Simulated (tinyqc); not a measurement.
Plasmons of a degenerate electron gas in the random-phase approximation: one step. The plasmon at one wave vector. Two cases, with inputs chosen for the exercise.

Problem. Solve f1 (qTF/q)^2 = -1 above the continuum, and compare with E^2 = Ep^2 + (3/5)(hbar vF q)^2 + (c q^2/m)^2.

Zero temperature, parabolic band: kF = (3 pi^2 n)^(1/3), EF = c kF^2/m, Ep^2 = 8 pi c e2 n/(m eb), qTF^2 = 6 pi e2 n/(eb EF), c = hbar^2/2m0, e2 = e^2/(4 pi eps0), n in 1/angstrom^3 (1e-24 per 1/cm^3).

Lindhard function: eps(q, E)/eb = 1 + (qTF/q)^2 (f1 + i f2) with z = q/(2 kF), u = E/(hbar vF q), hbar vF = 2 c kF/m; f1 = 1/2 + [h(z - u) + h(z + u)]/(8 z), h(x) = (1 - x^2) ln|(x + 1)/(x - 1)|; f2 = pi u/2 for z + u < 1, (pi/(8 z))(1 - (z - u)^2) for |z - u| < 1 < z + u, else 0. Pairs exist for c (q^2 - 2 q kF)/m < E < c (q^2 + 2 q kF)/m.

Constants: hbar^2/2m0 = 3.80998211 eV angstrom^2; e^2/(4 pi eps0) = 14.39964547 eV angstrom.

Case 1.

Values chosen (mass and background constant near those of GaN; polar phonons, which mix with the plasmon in the real crystal, and the rise of the mass with filling are left out; shifted at random, so the results belong to these values and not to a real crystal):
- n = 3.8e+18 1/cm^3 (electron density)
- m = 0.2 m0 (mass)
- eb = 5.36 (background dielectric constant)
- qp = 0.0106 1/angstrom (wave vector of the plasmon)

Case 2.

Values chosen (mass and background constant near those of GaAs; polar phonons, which mix with the plasmon in the real crystal, and the rise of the mass with filling are left out; shifted at random, so the results belong to these values and not to a real crystal):
- n = 1.5e+18 1/cm^3 (electron density)
- m = 0.0666 m0 (mass)
- eb = 10.8 (background dielectric constant)
- qp = 0.0129 1/angstrom (wave vector of the plasmon)

Give: top of the continuum; plasmon energy; short formula.

Solution.

Case 1.

top of the continuum = 21.64 meV
plasmon energy = 71.57 meV
short formula = 71.56 meV

The plasmon lies 49.94 meV above the continuum and 2.4 % above Ep; the short formula errs by -0.02 %.

Case 2.

top of the continuum = 61.79 meV
plasmon energy = 69.76 meV
short formula = 67.86 meV

The plasmon lies 7.973 meV above the continuum and 30.1 % above Ep; the short formula errs by -2.72 %.

Computed by tinyqc, one run a case: `OMP_NUM_THREADS=1 python tinyqc.py N N+1 out.jsonl` with N = 1650229, 1651224; one thread of a shared Intel(R) Xeon(R) Processor @ 2.30GHz, about 0.01 s a run at most.
